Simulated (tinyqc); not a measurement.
# Undoped symmetric double-gate MOSFET, analytic potential model: effect of the temperature

An undoped body of thickness ts between two equal insulators and tied gates; long channel, electrons only, n = ni exp((psi - V)/Vt) with V the quasi-Fermi potential (0 at the source, Vd at the drain), constant mobility, no quantisation. Across the body psi(x) = V - 2 Vt ln[(ts/(2 beta)) sqrt(q ni/(2 eps0 eps_r Vt)) cos(2 beta x/ts)], x from the centre. Q is the electron charge per area of the whole body.

Nc and Nv are given at 273 K and scale as (T/273 K)^1.5; Eg and mu are held fixed. ni = sqrt(Nc Nv) exp(-Eg/(2 Vt)), Eg in volts; r = eps_r tox/(eox ts); V0 = dphi + 2 Vt ln[(2/ts) sqrt(2 eps0 eps_r Vt/(q ni))]. beta (between 0 and pi/2) solves (Vg - V0 - V)/(2 Vt) = ln(beta) - ln(cos beta) + 2 r beta tan(beta). Q = 8 eps0 eps_r Vt beta tan(beta)/ts; I = mu (1/L)(4 eps0 eps_r/ts)(2 Vt)^2 [g(beta_s) - g(beta_d)] per width, g = beta tan(beta) - beta^2/2 + r beta^2 tan^2(beta), with beta_s at V = 0 and beta_d at V = Vd.  I(low) is taken at Vg = 0.34 V, Qs and I(high) at Vg = 1.09 V.

Parameters, values chosen for the exercise; material values close to those of silicon:

| symbol | value | unit | meaning |
|---|---|---|---|
| Eg | 1.13 | eV | band gap |
| eps_r | 11.9 |  | relative permittivity of the semiconductor |
| Nc | 2.46e19 | cm^-3 | conduction-band density of states at the reference temperature |
| Nv | 2.3e19 | cm^-3 | valence-band density of states at the reference temperature |
| eox | 7.54 |  | relative permittivity of the gate insulator |
| tox | 4 | nm | insulator thickness |
| ts | 5 | nm | body thickness |
| dphi | 0.06 | V | gate work function less that of the intrinsic body |
| mu | 590 | cm^2/(V s) | channel mobility |
| L | 0.2 | um | gate length |
| Vd | 0.1 | V | drain voltage |

Constants: q = 1.602176634e-19 C, kB = 1.380649e-23 J/K, Vt = kB T/q, eps0 = 8.8541878128e-14 F/cm where lengths are in cm. Results are converted to the units shown.

Effect of the temperature:
```
T (K)  V0 (V)  I(low) (nA/um)  Qs(high) (nC/cm^2)  I(high) (uA/um)
220    0.5973         0.02270                1448            382.0
250    0.5921          0.1889                1455            384.5
280    0.5868           1.028                1464            387.5
310    0.5814           4.125                1475            391.0
340    0.5758           13.19                1487            394.8
370    0.5701           35.42                1500            399.0
400    0.5643           82.94                1514            403.4
430    0.5584           174.0                1529            408.1
```

As T goes from 220 to 430 K, I(low) rises from 0.0227 to 174 nA/um and I(high) rises from 382 to 408 uA/um. V0 falls from 0.597 to 0.558 V. In every row the surface density at the source at the higher gate voltage passes 0.3 Nc, where Boltzmann statistics fail. In every row the mobility is held fixed, though a real one changes with T. In every row the body is thin enough for quantum confinement, left out here, to raise the threshold.

tinyqc, about 0.02 s, one thread, Intel Xeon 2.30GHz (shared host): `OMP_NUM_THREADS=1 python tinyqc.py 2440055 2440056 out.jsonl`
